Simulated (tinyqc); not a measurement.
# Density and mobility of a removed layer (differential Hall)

Inverse problem. For layers in parallel the sheet conductance g = 1/Rs and the product g mu_H (mu_H signed, unit Hall factors) are additive. Find the sheet density and mobility of the layer that was removed, and its share of the conductance.

Constants: q = 1.602176634e-19 C. Results are converted to the units shown.

Rs before and after removing the top layer (ohm/square): [372.93912, 390.09432]
apparent mobility before and after, signed (cm^2/(V s)): [-1528.6252, -1600]

Solution. The differences give g1 = q n mu and g1 mu = q n mu^2; their ratio is mu and g1^2/(q g1 mu) is n.

sheet density = 3.200e13 cm^-2
mobility = 23.00 cm^2/(V s)
share of the conductance = 4.398 %

Program tinyqc, `OMP_NUM_THREADS=1 python tinyqc.py 2850122 2850123 out.jsonl`; Intel Xeon 2.30GHz, shared host, one thread, about 0.04 s.
